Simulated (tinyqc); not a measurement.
Worked calculation: empirical pseudopotential in a few plane waves. One step of it, computed by the program tinyqc.

Task: Bloch Hamiltonian at G. Basis: the 15 shortest G (labels in 2 pi/a), the same at every k. H(G,G') = c |k + G|^2 delta + VS(|G-G'|^2) cos((G-G').tau) + i VA sin((G-G').tau), tau = a/8 (1,1,1); 1 Ry = 13.605693 eV.

Parameters chosen for this model: fcc lattice, atoms at +/- a/8 (1,1,1); form factors in rydberg at |G|^2 in units of (2 pi/a)^2:

| parameter | value | unit |
|---|---|---|
| a | 5.770000 | angstrom |
| VS(3) | -0.209000 | Ry |
| VS(8) | 0.005000 | Ry |
| VS(11) | 0.079000 | Ry |
| VA(3) | 0 | Ry |
| VA(4) | 0 | Ry |
| VA(11) | 0 | Ry |
| hbar^2/2m (2 pi/a)^2 | 4.517842 | eV |

k point G (2 pi / a): 0  0  0

Give: H(k) at G.

Result:

H(k) at G (eV):
```
         +0+0+0   -1-1-1   -1-1+1   -1+1-1   -1+1+1   +1-1-1   +1-1+1   +1+1-1
+0+0+0   0.0000   2.0107  -2.0107  -2.0107  -2.0107  -2.0107  -2.0107  -2.0107
-1-1-1   2.0107  13.5535   0.0000   0.0000  -0.0680   0.0000  -0.0680  -0.0680
-1-1+1  -2.0107   0.0000  13.5535   0.0680   0.0000   0.0680   0.0000   0.0000
-1+1-1  -2.0107   0.0000   0.0680  13.5535   0.0000   0.0680   0.0000   0.0000
-1+1+1  -2.0107  -0.0680   0.0000   0.0000  13.5535   0.0000   0.0680   0.0680
+1-1-1  -2.0107   0.0000   0.0680   0.0680   0.0000  13.5535   0.0000   0.0000
+1-1+1  -2.0107  -0.0680   0.0000   0.0000   0.0680   0.0000  13.5535   0.0680
+1+1-1  -2.0107  -0.0680   0.0000   0.0000   0.0680   0.0000   0.0680  13.5535
+1+1+1   2.0107   0.0000  -0.0680  -0.0680   0.0000  -0.0680   0.0000   0.0000
-2+0+0   0.0000  -2.0107  -2.0107  -2.0107   2.0107   0.7600  -0.7600  -0.7600
+0-2+0   0.0000  -2.0107  -2.0107   0.7600  -0.7600  -2.0107   2.0107  -0.7600
+0+0-2   0.0000  -2.0107   0.7600  -2.0107  -0.7600  -2.0107  -0.7600   2.0107
+0+0+2   0.0000  -0.7600   2.0107  -0.7600  -2.0107  -0.7600  -2.0107   0.7600
+0+2+0   0.0000  -0.7600  -0.7600   2.0107  -2.0107  -0.7600   0.7600  -2.0107
+2+0+0   0.0000  -0.7600  -0.7600  -0.7600   0.7600   2.0107  -2.0107  -2.0107

         +1+1+1   -2+0+0   +0-2+0   +0+0-2   +0+0+2   +0+2+0   +2+0+0
+0+0+0   2.0107   0.0000   0.0000   0.0000   0.0000   0.0000   0.0000
-1-1-1   0.0000  -2.0107  -2.0107  -2.0107  -0.7600  -0.7600  -0.7600
-1-1+1  -0.0680  -2.0107  -2.0107   0.7600   2.0107  -0.7600  -0.7600
-1+1-1  -0.0680  -2.0107   0.7600  -2.0107  -0.7600   2.0107  -0.7600
-1+1+1   0.0000   2.0107  -0.7600  -0.7600  -2.0107  -2.0107   0.7600
+1-1-1  -0.0680   0.7600  -2.0107  -2.0107  -0.7600  -0.7600   2.0107
+1-1+1   0.0000  -0.7600   2.0107  -0.7600  -2.0107   0.7600  -2.0107
+1+1-1   0.0000  -0.7600  -0.7600   2.0107   0.7600  -2.0107  -2.0107
+1+1+1  13.5535  -0.7600  -0.7600  -0.7600  -2.0107  -2.0107  -2.0107
-2+0+0  -0.7600  18.0714   0.0680   0.0680  -0.0680  -0.0680   0.0000
+0-2+0  -0.7600   0.0680  18.0714   0.0680  -0.0680   0.0000  -0.0680
+0+0-2  -0.7600   0.0680   0.0680  18.0714   0.0000  -0.0680  -0.0680
+0+0+2  -2.0107  -0.0680  -0.0680   0.0000  18.0714   0.0680   0.0680
+0+2+0  -2.0107  -0.0680   0.0000  -0.0680   0.0680  18.0714   0.0680
+2+0+0  -2.0107   0.0000  -0.0680  -0.0680   0.0680   0.0680  18.0714
```
